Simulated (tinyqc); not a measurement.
Worked calculation: lattice vibrations of a chain. One step of it, computed by the program tinyqc.

Task: Frequencies. omega^2 are the eigenvalues; wavenumber = 521.4708 sqrt(eigenvalue) 1/cm.

D(q) (eV/(angstrom^2 u)):
```
,1,2,3,4
1,0.789308,-0.266002,-0.037099+0.023544i,-0.146522+0.311374i
2,-0.266002,0.677198,-0.641179,-0.016872+0.010707i
3,-0.037099-0.023544i,-0.641179,2.067616,-0.465772
4,-0.146522-0.311374i,-0.016872-0.010707i,-0.465772,0.497051
```

Give: eigenvalues; wavenumbers; weights |e|^2 of the mass-weighted modes.

Result:

eigenvalues: 0.0326  0.5272  1.0507  2.4207

wavenumbers (1/cm): 94.2  378.6  534.5  811.3

weights |e|^2 of the mass-weighted modes:
```
,mode 1,mode 2,mode 3,mode 4
atom 1,0.2225,0.0771,0.6963,0.0041
atom 2,0.2472,0.5371,0.0994,0.1163
atom 3,0.0948,0.0408,0.0361,0.8283
atom 4,0.4355,0.3450,0.1682,0.0513
```
